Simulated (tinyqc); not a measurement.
Full law against its linear and parabolic limits: Deal-Grove kinetics of thermal oxidation of silicon. Computed by tinyqc, a small Python program. Command: `OMP_NUM_THREADS=1 python tinyqc.py 3017339 3017340 out.jsonl oxide walk`. One thread of a shared host (Intel(R) Xeon(R) Processor @ 2.30GHz), about 0.03 s of CPU time with the checks.

Oxidant diffuses through the oxide and reacts at the interface, so that dx/dt = B/(A + 2x) for the oxide thickness x.

Inputs (values chosen for the exercise, close to those used for silicon): prefactor B0 = 403 um^2/h; activation energy E_B = 0.776 eV; prefactor (B/A)0 = 8.26e+07 um/h; activation energy E_A = 2.06 eV; temperature T = 900 C; oxidant pressure p = 0.5 atm; pressure exponent m of B/A = 1; initial oxide x_i = 0.1 um; time t = 3 h.

Ambient: steam. Surface: (100).

Constants: k_B = 8.617333262e-05 eV/K.

Method:
- B = B0 p exp(-E_B/(k_B T)), B/A = (B/A)0 p^m exp(-E_A/(k_B T)), p in atm; A = B/(B/A).
- Temperatures in kelvin are T(C) + 273.15.
- tau = (x_i^2 + A x_i)/B and x = (A/2) [sqrt(1 + 4 B (t + tau)/A^2) - 1], the root of x^2 + A x = B (t + tau).
- Silicon consumed is 0.44 times the oxide grown; the rate is B/(A + 2x).
- Linear limit x = (B/A)(t + tau); parabolic limit x = sqrt(B (t + tau)).

tau = 1.81969 h

length A = 1.60069 um

parabolic constant B = 0.0934605 um^2/h

linear constant B/A = 0.0583876 um/h

Thickness (um):
```
t (h)    full  linear limit  parabolic limit    2x/A
0.05   0.1026        0.1092           0.4180  0.1282
0.1    0.1052        0.1121           0.4236  0.1314
0.25   0.1129        0.1208           0.4398  0.1410
0.5    0.1256        0.1354           0.4656  0.1569
1      0.1505        0.1646           0.5134  0.1880
2      0.1984        0.2230           0.5975  0.2479
4      0.2880        0.3398           0.7375  0.3598
8      0.4480        0.5733           0.9580  0.5597
16     0.7182        1.0404           1.2905  0.8974
32     1.1494        1.9746           1.7779  1.4361
```

What follows from these numbers?

Both limits lie above the full result, since each drops one resistance. The linear law overshoots by 6.4 % in the first row and 72 % in the last, the parabolic law by 310 % and 55 %. The better limit switches between 16 and 32 h; both give the same value where B (t + tau) = A^2, at 2x/A = sqrt5 - 1 = 1.24.

Extremes, crossings and ranges named in words are read from the listed rows.
